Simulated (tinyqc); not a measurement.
Dopants and charged point defects at anneal temperature: Fermi-level effect, clustering and pairing: one step, computed by the program tinyqc.

Boltzmann statistics and full ionisation of active dopants. Energies are counted from the valence band; the defect (a vacancy or self-interstitial) has five charge states, with all degeneracy factors one.

Question. Pairing in storage. An oppositely charged mobile impurity (density M) pairs with the dopant: pairs/free = Z (N_2/N_s) exp(E_b/k_B T_2) for M << N_2; capture radius R = e^2/(4 pi eps eps_0 k_B T_2); D_m = D_0 exp(-E_m/k_B T_2); association rate 4 pi R D_m N_2; dissociation rate = association rate/(pairs/free); tau = 1/(sum of both). Trapping slows long-range motion to D_m/(1 + pairs/free).

Inputs (values chosen for the exercise, with bands modelled on 4H-SiC):
```
quantity,value,unit
site density N_s,4.7e+22,cm^-3
pair binding energy E_b,0.88,eV
pair configurations Z,4,-
storage temperature T_2,360,K
impurity diffusion prefactor D_0,0.0017,cm^2/s
impurity migration energy E_m,0.72,eV
dielectric constant eps,9.42,-
active dopant density in the stored part N_2,1.7e+14,cm^-3
```

Dopant: donor. Second part: pairing with a mobile impurity.

Constants: k_B = 8.617333262e-05 eV/K; e^2/(4 pi eps_0) = 14.39964548 eV angstrom.

Give: pairs/free; paired share; capture radius R; D_m; pairing time constant; effective diffusivity of the impurity.

Answer.

pairs/free = 30190

paired share = 0.99997

capture radius R = 49.275 angstrom

D_m = 1.4154e-13 cm^2/s

pairing time constant = 6711.3 s

effective diffusivity of the impurity = 4.6882e-18 cm^2/s
